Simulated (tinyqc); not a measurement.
# Worked calculation: resistance of a source-drain extension with a graded tip

tinyqc, about 0.04 s, one thread, Intel Xeon 2.30GHz (shared host): `OMP_NUM_THREADS=1 python tinyqc.py 2282227 2282228 out.jsonl` Printed values are rounded.

y runs along the channel, the gate covers y > 0. The doping is N0 for y < y0 and N0 10^(-(y - y0)/la) beyond, uniform over the depth xj. Sheet conductance s(y) = q mu(N) max(N - Nch, 0) xj + (for y > 0) ma Cox Vo, with mu(N) = u0 + (u1 - u0)/(1 + (N/Nr)^au) and Cox = eps0 eox/tox. Current is taken as one-dimensional; depletion of the tip, spreading and the contact are left out. The metallurgical junction lies at yj, where N = Nch.

Inputs (values chosen for the exercise); mobility law close to that of holes in silicon:
```
symbol    value        unit                                                                 meaning
eox         3.9              relative permittivity of the gate insulator (close to silicon dioxide)
tox         2.3          nm                                                     insulator thickness
N0       2.2e20       cm^-3                        active doping of the extension far from the gate
la          1.7   nm/decade                                                      lateral abruptness
y0         -0.2          nm          position under the gate where the fall begins (gate edge at 0)
xj           11          nm                                                  depth of the extension
Nch      2.5e18       cm^-3                                                          channel doping
Vo         0.75           V                                                          gate overdrive
ma           72  cm^2/(V s)                                      mobility of the gate-induced layer
u1        470.5  cm^2/(V s)                                                  mobility at low doping
u0         44.9  cm^2/(V s)                                                 mobility at high doping
Nr      2.23e17       cm^-3                                                        reference doping
au        0.719                                                                            exponent
Lg           30          nm                                                             gate length
```

Constants: q = 1.602176634e-19 C, eps0 = 8.8541878128e-14 F/cm where lengths are in cm. Results are converted to the units shown.

## Sheet resistances and junction position

yj = y0 + la log10(N0/Nch); sheet resistance of the full extension 1/[q mu(N0)(N0 - Nch) xj] and of the gate-induced layer 1/(ma Cox Vo); metallurgical length Lg - 2 yj; ye is where the doped and the gate-induced conductances are equal.

yj = 3.10562 nm
sheet resistance of the extension = 544.939 ohm/square
sheet resistance of the induced layer = 12334.5 ohm/square
metallurgical length = 23.7888 nm
ye = 2.17793 nm
N at ye = 8.78292e18 cm^-3

The gate takes over 0.928 nm before the junction, where N is still 3.51 times the channel doping.

## Resistance of the overlapped part

Midpoint rule on 10 equal steps from 0 to yj: R_ov = sum h/s(y), per width.

```
point    y (nm)   N (cm^-3)  doped conductance (uS)  sheet resistance (ohm/square)
0      0.155281  1.35967e20                 1154.70                        809.210
1      0.465843  8.92792e19                 773.106                        1170.71
2      0.776405  5.86228e19                 519.375                        1665.42
3       1.08697  3.84931e19                 349.727                        2321.26
4       1.39753  2.52755e19                 235.335                        3160.47
5       1.70809  1.65965e19                 157.182                        4197.17
6       2.01865  1.08976e19                 102.686                        5441.89
7       2.32922  7.15565e18                 63.4823                        6917.74
8       2.63978  4.69857e18                 33.9752                        8691.97
9       2.95034  3.08519e18                 10.3967                        10932.5
```

R_ov = 14.071 ohm um

The exact integral is 14.107 ohm um; the coarse sum is 0.26 % below it.
